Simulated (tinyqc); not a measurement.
# Inductance and parasitic capacitance from two readings

Question. A loss-free coil L in parallel with C shows the apparent inductance L/(1 - w^2 L C), w = 2 pi f. Find L, C and the self-resonance 1/(2 pi sqrt(L C)).

apparent inductance at 2.6 and 4.2 GHz (nH): 7.8991007  14.132595

Answer. The inverse of the reading is 1/L - w^2 C, a straight line in w^2.

L = 6.200 nH
C = 130.0 fF
self-resonance = 5.606 GHz

Program tinyqc, `OMP_NUM_THREADS=1 python tinyqc.py 2302128 2302129 out.jsonl`; Intel Xeon 2.30GHz, shared host, one thread, about 0.01 s.
